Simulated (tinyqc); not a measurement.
Two-valley model of the transferred-electron effect: one step, computed by the program tinyqc. Command: `OMP_NUM_THREADS=1 python tinyqc.py 3008724 3008725 out.jsonl gunn walk`. One thread of a shared host (Intel(R) Xeon(R) Processor @ 2.30GHz), about 0.01 s of CPU time with the checks.

Both kinds of valley share one electron temperature T_e, and each has a constant mobility.

Question. Does a domain form? Space charge grows at the rate n e |mu_d|/(eps eps_0) during the transit time L/v, with v the valley velocity; Kroemer's criterion asks n L > eps eps_0 v/(e |mu_d|). Transit frequency v/L.

Inputs (values chosen for the exercise, for a model semiconductor):
```
quantity                 value        unit
lattice temperature T      100           K
doping n               1.1e+15      1/cm^3
device length L             14  micrometre
permittivity eps          13.6           -
```

Solver: damped fixed point.

valley velocity = 5.200122 1e7 cm/s

most negative differential mobility = -986.0864 cm^2/(V s)

Constants: eps_0 = 8.8541878128e-12 F/m; e = 1.602176634e-19 C.

Give: critical n L; n L of the device; transit frequency.

Answer.

critical n L = 3.963e+11 1/cm^2

n L of the device = 1.54e+12 1/cm^2

transit frequency = 37.14 GHz

n L is 3.89 times the critical product: a domain can mature if the bias field lies in the region of negative slope.
